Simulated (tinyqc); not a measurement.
Ellipsoidal valleys in the axes of a wafer and a channel: one step. Subbands and shares in a film. Four cases, with inputs chosen for the exercise.

Question. Give the ladders, the shares and the mean conductivity mass.

Hard walls: E_n = c (n pi/t)^2/mz, c = hbar^2/2m0, n = 1, 2, 3. Non-degenerate share of a valley proportional to md sum_n exp(-E_n/kT); mean 1/mc = sum of share/mc. 1 nm = 10 angstrom.

Constants: hbar^2/2m0 = 3.80998211 eV angstrom^2; kB = 8.617333262e-05 eV/K.

Case 1.

Values chosen (out of a larger set: near those of the L valleys of Ge; not measured data): t = 5.9 nm (thickness of the film); T = 400 K (temperature).

Masses (m0):

| valley | mz | md | mc | mx | my |
|---|---|---|---|---|---|
| [111] | 1.580000 | 0.082000 | 0.082000 | 0.082000 | 0.082000 |
| [1-1-1] | 0.091655 | 0.340458 | 0.279380 | 1.080667 | 0.107259 |
| [-11-1] | 0.091655 | 0.340458 | 0.279380 | 1.080667 | 0.107259 |
| [-1-11] | 0.091655 | 0.340458 | 0.082000 | 0.082000 | 1.413556 |

Case 2.

Values chosen (out of a larger set: near those of the Delta valleys of Si; not measured data): t = 6.2 nm (thickness of the film); T = 300 K (temperature).

Masses (m0):

| valley | mz | md | mc | mx | my |
|---|---|---|---|---|---|
| x | 0.309317 | 0.323017 | 0.335139 | 0.437667 | 0.238401 |
| y | 0.309317 | 0.323017 | 0.335139 | 0.437667 | 0.238401 |
| z | 0.185000 | 0.417678 | 0.252711 | 0.437667 | 0.398602 |

Case 3.

Values chosen (out of a larger set: near those of the Delta valleys of Si; not measured data): t = 4.4 nm (thickness of the film); T = 300 K (temperature).

Masses (m0):

| valley | mz | md | mc | mx | my |
|---|---|---|---|---|---|
| x | 0.255006 | 0.350824 | 0.228768 | 0.304667 | 0.403974 |
| y | 0.255006 | 0.350824 | 0.228768 | 0.304667 | 0.403974 |
| z | 0.255006 | 0.350824 | 0.654667 | 0.654667 | 0.188000 |

Case 4.

Values chosen (out of a larger set: near those of the Delta valleys of Si; not measured data): t = 3.2 nm (thickness of the film); T = 300 K (temperature).

Masses (m0):

| valley | mz | md | mc | mx | my |
|---|---|---|---|---|---|
| x | 0.313272 | 0.320609 | 0.541000 | 0.541000 | 0.190000 |
| y | 0.313272 | 0.320609 | 0.541000 | 0.541000 | 0.190000 |
| z | 0.190000 | 0.411679 | 0.190000 | 0.190000 | 0.892000 |

Give: Subbands; mean mc.

Answer.

Case 1.

Subbands:

| valley | E1 (meV) | E2 (meV) | E3 (meV) | share |
|---|---|---|---|---|
| [111] | 6.8 | 27.3 | 61.5 | 0.779 |
| [1-1-1] | 117.9 | 471.4 | 1060.7 | 0.074 |
| [-11-1] | 117.9 | 471.4 | 1060.7 | 0.074 |
| [-1-11] | 117.9 | 471.4 | 1060.7 | 0.074 |

mean mc = 0.0915 m0

The lowest ladder ([111]) holds 78 % of the electrons in these valleys, the next starts 111 meV higher. With E3 - E1 below about 3 kT, three subbands are too few and the shares are approximate.

Case 2.

Subbands:

| valley | E1 (meV) | E2 (meV) | E3 (meV) | share |
|---|---|---|---|---|
| x | 31.6 | 126.5 | 284.6 | 0.391 |
| y | 31.6 | 126.5 | 284.6 | 0.391 |
| z | 52.9 | 211.5 | 475.9 | 0.217 |

mean mc = 0.3130 m0

The lowest ladder (x and y) holds 78 % of the electrons in these valleys, the next starts 21 meV higher.

Case 3.

Subbands:

| valley | E1 (meV) | E2 (meV) | E3 (meV) | share |
|---|---|---|---|---|
| x | 76.2 | 304.7 | 685.5 | 0.333 |
| y | 76.2 | 304.7 | 685.5 | 0.333 |
| z | 76.2 | 304.7 | 685.5 | 0.333 |

mean mc = 0.2921 m0

The lowest ladder (x, y and z) holds 100 % of the electrons in these valleys: all valleys have the same mz and md on this face, though not always the same mc.

Case 4.

Subbands:

| valley | E1 (meV) | E2 (meV) | E3 (meV) | share |
|---|---|---|---|---|
| x | 117.2 | 468.9 | 1055.0 | 0.484 |
| y | 117.2 | 468.9 | 1055.0 | 0.484 |
| z | 193.3 | 773.1 | 1739.4 | 0.033 |

mean mc = 0.5101 m0

The lowest ladder (x and y) holds 97 % of the electrons in these valleys, the next starts 76 meV higher.

Computed by tinyqc, one run a case: `OMP_NUM_THREADS=1 python tinyqc.py N N+1 out.jsonl` with N = 1850013, 1850215, 1850218, 1850254; one thread of a shared Intel(R) Xeon(R) Processor @ 2.30GHz, about 0.01 s a run at most.
